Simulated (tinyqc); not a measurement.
Worked calculation: scattering of inversion-layer electrons by surface optical phonons of the gate insulator (remote phonon scattering). Computed by tinyqc, a small Python program that keeps every step. Command: `OMP_NUM_THREADS=1 python tinyqc.py 3112725 3112726 out.jsonl sophonon walk`. One thread of a shared host (Intel(R) Xeon(R) Processor @ 2.30GHz), about 0.01 s of CPU time with the checks. Intermediate numbers are printed to about 6 digits and carried at full precision; extremes and crossings named in words are read from the listed rows.

One subband with the Fang-Howard envelope; insulator and channel are half-spaces, the gate is far away, and an interlayer only moves the polar surface away by t (its own modes and its permittivity contrast are left out).

Inputs (values chosen for the exercise, modelled on SiO2 on germanium): static constant of the insulator eps_0s = 3.81; intermediate constant eps_i = 3.05; optical constant eps_inf = 2.46; hbar omega_TO1 = 56.9 meV; hbar omega_TO2 = 136 meV; constant of the channel eps_s = 16.2; in-plane mass m = 0.119 m_0; valleys g_v = 4; sheet density n = 1e+12 1/cm^2; mean distance of the electrons z0 = 3/b = 1.8 nm; interlayer thickness t = 0 nm; temperature T = 300 K; electron energy E = 120 meV; mobility from other processes = 790 cm^2/(V s).

Screening by the channel electrons: none.

Constants: k_B = 8.617333262e-05 eV/K; hbar^2/(2 m_0) = 3.80998212 eV angstrom^2; e^2/(4 pi eps_0) = 14.39964548 eV angstrom; hbar = 6.582119569e-16 eV s; e = 1.602176634e-19 C; m_0 = 9.1093837015e-31 kg.

## Surface modes and strengths

eps(w) = eps_inf + (eps_0s - eps_i) w1^2/(w1^2 - w^2) + (eps_i - eps_inf) w2^2/(w2^2 - w^2). Surface modes solve eps(w) + eps_s = 0, a quadratic in w^2; the strength of a mode is g = 2/(w d eps/dw). Occupation N = 1/(exp(hbar w/(k_B T)) - 1).

hbar omega_SO (meV): 1 58.005, 2 138.151

strengths g: 1 0.00194631, 2 0.00166924

occupations N: 1 0.118646, 2 0.004800

hbar omega g (2 N + 1) (meV): 1 0.139685, 2 0.232822

The lower mode has the larger hbar omega g N, the prefactor of absorption before the dependence on q: 0.0134 and 0.00111 meV.

## The electron gas

Density of states D = g_v m/(pi hbar^2); eta = E_F/(k_B T) = ln(exp(n/(D k_B T)) - 1); screening wave number q_s = e^2 D/(2 eps_0 eps_avg) x 1/(1 + exp(-eta)), eps_avg = (eps_s + eps_inf)/2; b = 3/z0.

D = 1.98840e+14 1/(eV cm^2)

eta = -1.53829

q_s = 0.340877 1/nm

b = 1.66667 1/nm

## Squared matrix elements

For a mode of strength g, without the occupation factor, Area x |M(q)|^2 = e^2 hbar w g/(2 eps_0 q) x (b/(b + q))^6 exp(-2 q t).

Area x |M|^2 (meV^2 nm^2):
```
q (1/nm)  (b/(b + q))^6  exp(-2 q t)       mode 1       mode 2
0.05           0.837484            1  1.71086e+04  3.49472e+04
0.10           0.704961            1  7.20068e+03  1.47086e+04
0.20           0.506631            1  2.58744e+03  5.28527e+03
0.30           0.370432            1  1.26123e+03  2.57628e+03
0.50           0.207176            1  4.23232e+02  8.64521e+02
0.80           0.095155            1  1.21492e+02  2.48168e+02
1.20           0.038622            1  3.28743e+01  6.71512e+01
```

## Rates at the energy E

Approximate momentum relaxation rate, taking tau v alike in the initial and final states: 1/tau = (m/(2 pi hbar^3)) sum over modes and over absorption (N, E' = E + hbar w) and emission (N + 1, E' = E - hbar w > 0) of [(1 - f(E'))/(1 - f(E))] int_0^(2 pi) Area |M(q)|^2 (1 - cos theta) d theta, q^2 = k^2 + k'^2 - 2 k k' cos theta, f the Fermi function; 48 midpoints in theta from 0 to pi.

rates (1/ps): mode 1 absorption 0.018785, mode 1 emission 0.326102, mode 2 absorption 0.000982, mode 2 emission 0.000000

tau at E = 2891.27 fs

## Mobility

mu = (e/m) int tau E f (1 - f) dE/(k_B T int f dE), by 300 midpoints from 0 to (max(eta, 0) + 14) k_B T; Matthiessen sum with the other processes.

remote-phonon mobility = 157627 cm^2/(V s)

total mobility = 786.060 cm^2/(V s)

loss of mobility = 0.498684 %

Caution: a relaxation time is only an approximation for inelastic scattering, and static or no screening brackets the true dynamic screening only roughly.

## What an interlayer buys

The formulas are those given above.

Against the interlayer thickness:
```
t (nm)  remote-phonon mobility (cm^2/(V s))  total (cm^2/(V s))
0.0                             1.57627e+05             786.060
0.3                             2.29017e+05             787.284
0.6                             3.27958e+05             788.102
1.0                             5.17182e+05             788.795
1.5                             8.80661e+05             789.292
2.0                             1.44268e+06             789.568
3.0                             3.51051e+06             789.822
```

1 nm of interlayer raises the remote-phonon mobility by a factor 3.28, as exp(2 q t) with an effective q of 0.59 per nm; between 2 and 3 nm the effective q is 0.44. The total goes from 786 to 789 over the first nanometre.

Checks made by the program: sum of strengths against 1/(eps_s + eps_inf) - 1/(eps_s + eps_0s) (relative difference below 1e-10).
